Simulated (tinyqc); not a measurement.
Against doping: dopants and charged point defects at anneal temperature: Fermi-level effect, clustering and pairing. Computed by tinyqc, a small Python program. Command: `OMP_NUM_THREADS=1 python tinyqc.py 3013288 3013289 out.jsonl pairing walk`. One thread of a shared host (Intel(R) Xeon(R) Processor @ 2.30GHz), about 0.02 s of CPU time with the checks.

Boltzmann statistics and full ionisation of active dopants. Energies are counted from the valence band; the defect (a vacancy or self-interstitial) has five charge states, with all degeneracy factors one.

Inputs (values chosen for the exercise, with bands modelled on silicon):
```
quantity,value,unit
gap at 0 K E_g0,1.19,eV
Varshni alpha,0.000481,eV/K
Varshni beta,653,K
electron mass m_e,0.316,m_0
valleys M_c,6,-
hole mass m_h,0.781,m_0
anneal temperature T,960,K
total dopant density N,1.6e+19,cm^-3
formation enthalpy of the neutral defect H_f,2.68,eV
formation entropy S_f,9.7,k_B
site density N_s,4.3e+22,cm^-3
dopant atoms per cluster k,2,-
cluster binding energy E_b,0.781,eV
```

Dopant: acceptor. Second part: clustering of the dopant.

defect levels as fractions of E_g(T): (2+/+), (+/0), (0/-), (-/2-): [0.1, 0.061, 0.4, 0.6]

Constants: m_0 = 9.1093837015e-31 kg; k_B = 1.380649e-23 J/K; h = 6.62607015e-34 J s; k_B = 8.617333262e-05 eV/K.

Method:
- E_g = E_g0 - alpha T^2/(T + beta).
- N_c = 2 M_c (2 pi m_e k_B T/h^2)^(3/2) and N_v = 2 (2 pi m_h k_B T/h^2)^(3/2), masses in units of m_0.
- n_i = sqrt(N_c N_v) exp(-E_g/2 k_B T); E_i = E_g/2 + (k_B T/2) ln(N_v/N_c).
- p = A/2 + sqrt(A^2/4 + n_i^2) for an active density A.
- k ionised dopants and k carriers form one neutral cluster: C = N_s (A/N_s)^k (p/N_b)^k exp(E_b/k_B T), N_b the effective density of states of the majority band, and N = A + k C (60 bisections in ln A between ln N - 90 and ln N).
- chi = n/n_i (for acceptors n_i/p); E_F = E_i + k_B T ln chi; field enhancement h = 1 + A/sqrt(A^2 + 4 n_i^2).
- C_0 = N_s exp(S_f/k_B) exp(-H_f/k_B T). Ratios to the neutral state at E_F = E_i: r_+ = exp((E(+/0) - E_i)/k_B T), r_2+ = r_+ exp((E(2+/+) - E_i)/k_B T), r_- = exp((E_i - E(0/-))/k_B T), r_2- = r_- exp((E_i - E(-/2-))/k_B T); at other E_F state q scales as chi^(-q). The enhancement is sum r_q chi^(-q)/sum r_q. The charge on the defects is left out of neutrality.
- chi = n/n_i; h = 1 + A/sqrt(A^2 + 4 n_i^2); the dopant diffusivity over its intrinsic value is D/D_i = enhancement x h x A/N, if every charge state carries the dopant equally well.

E_g = 0.915177 eV

k_B T = 0.0827264 eV

n_i = 4.87969e+17 cm^-3

E_i = 0.439616 eV

effective density of states N_b of the majority band = 9.91456e+19 cm^-3

neutral defects C_0 = 5.98059e+12 cm^-3

Charge states:
```
state,ratio r,intrinsic (cm^-3),doped (cm^-3)
2+,1.43799e-04,8.60006e+08,6.91613e+11
+,9.66477e-03,5.78010e+10,1.63914e+12
0,1.00000e+00,5.98059e+12,5.98059e+12
-,2.43273e+00,1.45492e+13,5.13047e+11
2-,6.47582e-01,3.87292e+12,4.81589e+09
```

Trend at the anneal temperature:
```
N (cm^-3),active A (cm^-3),chi,defect enhancement,mean charge,D/D_i
1.50e+16,1.5000e+16,0.98475,0.98617,-0.90279,1.0013
4.00e+16,4.0000e+16,0.95985,0.96377,-0.89244,1.0032
1.10e+17,1.1000e+17,0.89362,0.90512,-0.86358,1.0065
3.10e+17,3.1000e+17,0.73160,0.76767,-0.78323,1.0001
8.50e+17,8.4995e+17,0.45517,0.55338,-0.59778,0.9168
2.30e+18,2.2982e+18,0.20353,0.38457,-0.31430,0.7380
6.40e+18,6.3047e+18,0.07694,0.32784,-0.01539,0.6421
1.80e+19,1.4988e+19,0.03252,0.36989,0.32292,0.6153
4.90e+19,2.5149e+19,0.01940,0.47137,0.63026,0.4837
```

Well below n_i = 4.88e17 cm^-3 chi and the enhancement are near 1. At any doping d ln(enhancement)/d ln chi equals minus the mean charge, which goes from -0.90 to +0.63 over the rows. The defect density first falls, because doping removes the states with the sign of the ionised dopant before it feeds the opposite ones. Clustering bends A over: its exponent in N falls to 0.52, towards 1/(2k) = 0.250, and D/D_i peaks at N = 1.1e17 cm^-3.

Extremes, crossings and ranges named in words are read from the listed rows.
